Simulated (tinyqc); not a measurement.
# Surface potential of a MOS transistor: implicit equation and explicit approximations: what changes with what

p-type body, charge-sheet picture, depletion and inversion only, full ionisation (an idealisation for deep acceptors), Boltzmann statistics (rough once Na exp(x - xn) passes about Nc/7). In units of Vt: xg = (Vg - Vfb)/Vt, x = psi/Vt, G = gamma/sqrt(Vt), xn = (2 phiF + Vc)/Vt. The implicit equation is (xg - x)^2 = G^2 [x - 1 + exp(x - xn)] for x above about 3. Cox = eps0 eox/tox.

Parameters, values chosen for the exercise; band and dielectric values close to those of silicon:
```
symbol    value   unit                                                                 meaning
T           350      K                                                             temperature
Eg         1.13     eV                                                                band gap
eps_r      11.6                                                          relative permittivity
Nc      3.57e19  cm^-3                                  conduction-band density of states at T
Nv      3.29e19  cm^-3                                     valence-band density of states at T
eox         3.9         relative permittivity of the gate insulator (close to silicon dioxide)
tox          24     nm                                                     insulator thickness
Na       7.4e16  cm^-3                                                        acceptor density
Vfb       -0.74      V                                                       flat-band voltage
Vc          0.5      V                                                    channel-body voltage
Vg         2.11      V                                                       gate-body voltage
```

Constants: q = 1.602176634e-19 C, kB = 1.380649e-23 J/K, Vt = kB T/q, eps0 = 8.8541878128e-14 F/cm where lengths are in cm. Results are converted to the units shown.

Each table varies one quantity; the others keep the values above.

## Accuracy of the approximations against gate voltage

ni = sqrt(Nc Nv) exp(-Eg/(2 Vt)), Eg in volts; phiF = Vt ln(Na/ni); gamma = sqrt(2 q eps0 eps_r Na)/Cox; VT = Vfb + Vt (xn + G sqrt(xn - 1)). Depletion value a = 1 + [sqrt(G^2/4 + xg - 1) - G/2]^2; inversion value b = xn + ln[(xg - xn)^2/G^2 - xn + 1] and first guess y = min(a, b) - ln(1 + exp(-|a - b|)) if a > xn + 1, else b = y = a; one second-order correction with D = exp(y - xn), p = 2 (xg - y) + G^2 (1 + D), w = (xg - y)^2 - G^2 (y - 1 + D): z = y + 2 w/(p + sqrt(p^2 - 2 (2 - G^2 D) w)), or the Newton step z = y + w/p where the root is not real. N_inv = (Cox Vt G/q) [sqrt(x - 1 + exp(x - xn)) - sqrt(x - 1)] at the root. Lambert form (Cox m Vt/q) W0[(G/(2 m sqrt(xn - 1))) exp((Vg - VT)/(m Vt))], m = 1 + G/(2 sqrt(xn - 1)). Errors under 1e-4 mV, and the linear form below VT, are printed as 0.

Accuracy of the approximations against gate voltage:
```
Vg (V)  psi (V)   x - xn  error of y (mV)  error of z (mV)  N_inv (cm^-2)  Cox (Vg - VT)/q (cm^-2)  Lambert form (cm^-2)
1.32     0.9947   -8.787          1.64e-3                0        2.285e6                        0               1.699e6
1.52      1.125   -4.470            0.118                0        1.607e8                        0               1.454e8
1.72      1.251  -0.2984             7.34          -0.0171        9.821e9                        0               9.826e9
1.92      1.321    2.041             14.3           -0.612       9.540e10                 1.774e11              9.706e10
2.12      1.351    3.016             12.9           -0.519       2.361e11                 3.570e11              2.401e11
2.32      1.368    3.592             9.99           -0.227       3.927e11                 5.366e11              3.992e11
2.52      1.380    4.003             8.24           -0.122       5.560e11                 7.162e11              5.648e11
2.72      1.390    4.326             7.08          -0.0758       7.228e11                 8.958e11              7.339e11
2.92      1.398    4.593             6.26          -0.0514       8.918e11                 1.075e12              9.050e11
```

What does the comparison show?

psi rises from 0.995 to 1.40 V and ends 4.6 Vt above 2 phiF + Vc. Among the rows the first guess is off by at most 14 mV (at Vg = 1.92 V) and the corrected value by at most 0.61 mV. In the last row the linear form is 21 % above N_inv and the Lambert form 1.5 % above it; in the first row the Lambert form is 26 % below it. For Vg = 2.72, 2.92 the electron quasi-Fermi level lies less than 2 Vt below the band edge at the surface, or above it, where degeneracy and confinement, left out, matter.

## Effect of the acceptor density at fixed gate voltage

Same model as above.

Vfb is held fixed.

Effect of the acceptor density at fixed gate voltage:
```
Na (cm^-3)  psi (V)    x - xn  error of y (mV)  error of z (mV)  N_inv (cm^-2)  Cox (Vg - VT)/q (cm^-2)  Lambert form (cm^-2)
2.5e15       1.2847    7.6021             8.48           -0.140      1.2052e12                1.4303e12             1.2474e12
5.4e15       1.3063    6.7777             8.00           -0.115      1.0891e12                1.2975e12             1.1219e12
1.2e16       1.3275    5.8856             7.74           -0.103      9.2046e11                1.1116e12             9.4396e11
2.6e16       1.3453    4.9274             8.11           -0.118      6.8919e11                8.6118e11             7.0408e11
5.7e16       1.3537    3.6384             10.6           -0.281      3.6019e11                5.0039e11             3.6677e11
1.2e17       1.2857  -0.10622             10.3          -0.0670      1.4931e10                1.0282e10             1.4976e10
2.7e17      0.90840   -14.238                0                0          19625                        0                8219.2
```

As Na goes from 2.5e15 to 2.7e17, psi goes from 1.28 through a maximum of 1.35 (at Na = 5.7e16 among the rows listed) to 0.908 V, x - xn falls from 7.60 to -14.2 and N_inv falls from 1.21e12 to 19600 cm^-2. The Lambert form lies between 0.419 and 1.04 times N_inv. For Na = 2.5e15 the electron quasi-Fermi level lies less than 2 Vt below the band edge at the surface, or above it, where degeneracy and confinement, left out, matter.

Computed by the program tinyqc: `OMP_NUM_THREADS=1 python tinyqc.py 2122106 2122107 out.jsonl`, one thread of a shared Intel Xeon 2.30GHz, about 0.01 s for the whole run.
